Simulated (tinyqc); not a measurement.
p-n heterojunction, non-linear Poisson equation by Newton steps, Fermi-Dirac statistics: effect of the bias of side 1 against side 2.

One dimension, material 1 (p-type) at x < 0 and material 2 (n-type) at x > 0. Band edges: Ec = -psi in material 1 and -psi + dEc in material 2, Ev = Ec - Eg. Flat quasi-Fermi levels: 0 for holes, +V for electrons. n = Nc F((EFn - Ec)/Vt), p = Nv F((Ev - EFp)/Vt), with F(eta) = F_1/2(eta) = (2/sqrt(pi)) int_0^infinity sqrt(u) du/(1 + exp(u - eta)) (Fermi-Dirac statistics); full ionisation, no interface charge, classical densities; the doping types are chosen for the exercise.

Exact first integral: on each side D^2/(2 eps0 er) = G, G = q [Vt (nI_j - nI_b) + Vt (pI_j - pI_b) - C (psi_j - psi_b)], with C = -N1 or +N2, b the neutral end of that side, and nI, pI the densities with F_1/2 replaced by F_3/2(eta) = (4/(3 sqrt(pi))) int_0^infinity u^(3/2) du/(1 + exp(u - eta)). D is continuous, so er1 G1(psi_j) = er2 G2(psi_j) fixes psi_j. Ends from Nv1 F((-psi_L - Eg1)/Vt) = N1 and Nc2 F((V + psi_R - dEc)/Vt) = N2. D is counted positive when psi rises towards material 2. Depletion (Anderson) capacitance C^2 = q eps0 er1 er2 N1 N2/(2 (er1 N1 + er2 N2)(psi_R - psi_L)). -dD/dV is the change of the displacement at the interface with both quasi-Fermi levels flat; it is the terminal capacitance only while neither side holds an inversion layer. n_j and p_j are densities at the interface.

Values chosen for this exercise; band and dielectric values those of a made-up pair:
- T = 300 K (temperature)
- Eg1 = 1.75 eV (band gap of material 1)
- er1 = 11.5 (relative permittivity of material 1)
- Nc1 = 4.27e17 cm^-3 (conduction-band density of states of material 1)
- Nv1 = 9.15e18 cm^-3 (valence-band density of states of material 1)
- Eg2 = 0.75 eV (band gap of material 2)
- er2 = 11.9 (relative permittivity of material 2)
- Nc2 = 2.47e17 cm^-3 (conduction-band density of states of material 2)
- Nv2 = 6.99e18 cm^-3 (valence-band density of states of material 2)
- dEc = -0.58 eV (conduction-band offset Ec2 - Ec1)
- N1 = 1.3e18 cm^-3 (acceptor density of material 1)
- N2 = 1.3e16 cm^-3 (donor density of material 2)

Constants: q = 1.602176634e-19 C, kB = 1.380649e-23 J/K, Vt = kB T/q, eps0 = 8.8541878128e-14 F/cm where lengths are in cm. Results are converted to the units shown.

Results:
columns A: V (V); B: psi_R - psi_L (V); C: psi_j - psi_L (V); D: psi_R - psi_j (V); E: D/q (cm^-2); F: n_j in 1 (cm^-3); G: p_j in 2 (cm^-3); H: -dD/dV (nF/cm^2); I: depletion C (nF/cm^2)
```
A           B       C       D         E          F         G       H      I
0.3    0.7452  0.3424  0.4029  2.285e12     0.7055  1.176e19  0.5781  38.18
-0.17   1.215  0.3428  0.8724  2.286e12   9.136e-9  1.163e19  0.5836  29.90
-0.64   1.685  0.3433   1.342  2.288e12  1.183e-16  1.149e19  0.5894  25.39
-1.11   2.155  0.3438   1.811  2.290e12  1.533e-24  1.135e19  0.5953  22.45
-1.59   2.635  0.3443   2.291  2.291e12  1.350e-32  1.121e19  0.6016  20.30
-2.06   3.105  0.3448   2.760  2.293e12  1.749e-40  1.108e19  0.6078  18.70
-3      4.045  0.3458   3.699  2.297e12  2.940e-56  1.080e19  0.6208  16.39
```

Estimate the missing row, V = -2.53 V.

Computed row:
columns A: V (V); B: psi_R - psi_L (V); C: psi_j - psi_L (V); D: psi_R - psi_j (V); E: D/q (cm^-2); F: n_j in 1 (cm^-3); G: p_j in 2 (cm^-3); H: -dD/dV (nF/cm^2); I: depletion C (nF/cm^2)
```
A          B       C      D         E          F         G       H      I
-2.53  3.575  0.3453  3.230  2.295e12  2.268e-48  1.094e19  0.6142  17.43
```

With this row back in the table: As V goes from 0.3 to -3, the total bending rises from 0.745 to 4.05 V and the sheet charge D/q rises from 2.28e12 to 2.30e12 cm^-2; the share of the bending in material 1 falls from 45.9 to 8.55 %. The capacitance departs most from the depletion formula at V = 0.3, where it is 98 % below it, and there the holes at the interface in material 2 outnumber its donors: an inversion layer has formed, which screens D from the bias. In every row the carriers at the interface are degenerate and confined to a layer thin enough for quantisation, which is left out.

Computed by the program tinyqc: `OMP_NUM_THREADS=1 python tinyqc.py 2040128 2040129 out.jsonl`, one thread of a shared Intel Xeon 2.30GHz, about 0.2 s for the whole run.
